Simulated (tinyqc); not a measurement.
What moves the results: dielectric confinement in a thin film (image charges). A value that a table varies takes the place of the one given here.

A film |z| < t/2 of dielectric constant eps between half-spaces of dielectric constant e2; lam = (eps - e2)/(eps + e2), q = e^2/(4 pi eps0). The self-energy of a band edge is taken with the high-frequency value, e2 = eh, and the field of a fixed ion with the static one, e2 = eo. A charge at z has images lam^|n| at n t + (-1)^n z. Its self-energy is S(z) = (q/2 eps) sum over n >= 1 of lam^n [1/(n t - 2z) + 1/(n t + 2z)] for odd n and 2 lam^n/(n t) for even n; at the centre S(0) = -(q/(eps t)) ln(1 - lam).

Donor at the centre, lam from the static eo, trial function cos(pi z/t) exp(-rho/l): E(l) = c/(m l^2) - (q/eps) times the integral over k of F(k t) (1 + (k l/2)^2)^(-3/2), with F(x) = F0 + 2 lam exp(-x) G/(1 - lam exp(-x)), F0 = 2[(1 - exp(-x/2))/x + x (1 + exp(-x/2))/(x^2 + 4 pi^2)], G = 2 sinh(x/2)[1/x - x/(x^2 + 4 pi^2)]; c = hbar^2/2m0. The binding energy is -E at the minimum, counted from the subband edge with its self-energy.

Constants: e^2/(4 pi eps0) = 14.39964547 eV angstrom; hbar^2/2m0 = 3.80998211 eV angstrom^2; Ry = 13.60569312 eV.

Values chosen for the exercise (near those of an InGaAs film between layers of SiO2; not measured data):
- eps = 13 (dielectric constant of the film)
- eh = 2.1 (high-frequency dielectric constant outside)
- eo = 3.8 (static dielectric constant outside)
- m = 0.045 m0 (mass in the plane)
- mz = 0.045 m0 (mass across the film)
- ts = (12, 18, 26, 38, 55, 80, 120) angstrom (thicknesses)
- t = 48 angstrom (film thickness)

## Thinning the film

<S> is the mean over (2/t) cos^2(pi z/t); confinement c (pi/t)^2/mz; donor binding with and without images.

Results:

| t (angstrom) | <S> (meV) | confinement (meV) | binding, no images (meV) | binding (meV) | l (angstrom) |
|---|---|---|---|---|---|
| 12 | 132.9 | 5802.9 | 13.4 | 69.4 | 45.8 |
| 18 | 88.6 | 2579.1 | 12.9 | 58.1 | 51.8 |
| 26 | 61.3 | 1236.1 | 12.4 | 48.8 | 58.4 |
| 38 | 42.0 | 578.7 | 11.7 | 40.3 | 66.3 |
| 55 | 29.0 | 276.2 | 11.0 | 33.0 | 75.4 |
| 80 | 19.9 | 130.6 | 10.1 | 26.8 | 86.2 |
| 120 | 13.3 | 58.0 | 9.0 | 21.1 | 99.9 |

How do the results move?

Between 120 and 12 angstrom the binding goes from 21.1 to 69.4 meV; quantum confinement alone would take it from 9.0 to 13.4, so the images supply +12.1 and +56.0 meV. |<S>| goes as 1/t and exceeds the confinement energy beyond 524 angstrom. Hard-wall energies above 300 meV (up to t = 38 angstrom) overstate the confinement: walls are finite and valleys non-parabolic.

## Choice of the surrounding dielectric

The same film between different dielectrics; in this table one value e2 serves for both eo and eh.

Results:

| case | lam | <S> (meV) | binding (meV) | l (angstrom) |
|---|---|---|---|---|
| e2 = 1 | 0.857 | 49.3 | 80.6 | 62.5 |
| e2 = 2.5 | 0.677 | 29.6 | 47.9 | 67.8 |
| e2 = 3.9 | 0.538 | 20.6 | 34.9 | 72.2 |
| e2 = 7.5 | 0.268 | 8.6 | 19.9 | 82.5 |
| e2 = 16 | -0.103 | -2.8 | 8.9 | 103.0 |
| e2 = 25 | -0.316 | -7.9 | 5.2 | 121.6 |
| e2 = 80 | -0.720 | -16.2 | 1.0 | 209.8 |

What can be read from the table?

The binding spans a factor 79.9, from 81 meV in vacuum to 1.0 meV for e2 = 80; going from 3.9 to 25 changes it by -29.7 meV and the band edge by -28.5 meV, so the binding responds 1.04 times as much as the edge (for an orbit much smaller than t the binding would change by twice the change of S(0), -48.4 meV; here l/t = 1.50 for e2 = 3.9).

## What each parameter does

<S> is the mean over (2/t) cos^2(pi z/t). Each row changes one parameter from the base and keeps the others.

Results:

| case | lam from eh | <S> (meV) | binding (meV) | l (angstrom) |
|---|---|---|---|---|
| base | 0.722 | 33.2 | 35.6 | 71.9 |
| t = 42 angstrom | 0.722 | 38.0 | 38.2 | 68.7 |
| eps = 11.7 | 0.696 | 34.5 | 38.3 | 68.3 |
| eo = 5.3 | 0.722 | 33.2 | 27.2 | 76.4 |
| eh = 2.7 | 0.656 | 28.0 | 35.6 | 71.9 |
| m = 0.054 m0 | 0.722 | 33.2 | 38.6 | 63.9 |

What does this show?

The largest shifts from the base row, up to three for each result and ties (the steps differ in size, so this ranks the rows, not the parameters). lam from eh: eh -0.066, eps -0.026; unchanged at the printed digits by t, eo and m. <S> (meV): eh -5.2, t +4.7, eps +1.2; unchanged at the printed digits by eo and m. binding (meV): eo -8.4, m +3.1, eps +2.7; unchanged at the printed digits by eh. l (angstrom): m -8.0, eo +4.5, eps -3.6; unchanged at the printed digits by eh.

Run: tinyqc, `OMP_NUM_THREADS=1 python tinyqc.py 1281335 1281336 out.jsonl`; Intel(R) Xeon(R) Processor @ 2.30GHz, one thread, shared host; about 0.07 s of CPU time with all checks.
